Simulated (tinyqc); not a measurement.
Inside a calculation. Method: RHF in the 6-31g basis, for H2, spin multiplicity 1. One step of it, computed by the program tinyqc.

Problem. Iteration 7 (converged): orbitals. Diagonalise F' = X^T F X, C = X C', fill 1 alpha and 1 beta electrons from the bottom; D = 2 C_occ C_occ^T. Each column has its largest component positive (the first on a tie).

converged F (hartree), order 1H 1s, 1H 2s, 2H 1s, 2H 2s:
```
[[0.075348, -0.438498, -0.433663, -0.430989],
 [-0.438498, -0.317256, -0.430989, -0.365205],
 [-0.433663, -0.430989, 0.075348, -0.438498],
 [-0.430989, -0.365205, -0.438498, -0.317256]]
```

X, order 1H 1s, 1H 2s, 2H 1s, 2H 2s:
```
[[1.256694, -0.497976, -0.062539, 0.036503],
 [-0.497976, 1.710427, 0.036503, -0.724793],
 [-0.062539, 0.036503, 1.256694, -0.497976],
 [0.036503, -0.724793, -0.497976, 1.710427]]
```

Give: F' = X^T F X; orbital energies; coefficients C; D after iteration 7.

Solution.

F' = X^T F X (hartree):
```
[[0.6061, -0.5741, -0.3041, -0.1266],
 [-0.5741, 0.2505, -0.1266, -0.1988],
 [-0.3041, -0.1266, 0.6061, -0.5741],
 [-0.1266, -0.1988, -0.5741, 0.2505]]
```

orbital energies (hartree): [-0.5349, 0.1763, 0.8886, 1.1831]

coefficients C, order 1H 1s, 1H 2s, 2H 1s, 2H 2s:
```
[[0.2918, 0.1631, 0.8569, -0.9932],
 [0.3249, 1.2733, -0.6976, 1.2193],
 [0.2918, -0.1631, 0.8569, 0.9932],
 [0.3249, -1.2733, -0.6976, -1.2193]]
```

D after iteration 7, order 1H 1s, 1H 2s, 2H 1s, 2H 2s:
```
[[0.1703, 0.1897, 0.1703, 0.1897],
 [0.1897, 0.2112, 0.1897, 0.2112],
 [0.1703, 0.1897, 0.1703, 0.1897],
 [0.1897, 0.2112, 0.1897, 0.2112]]
```
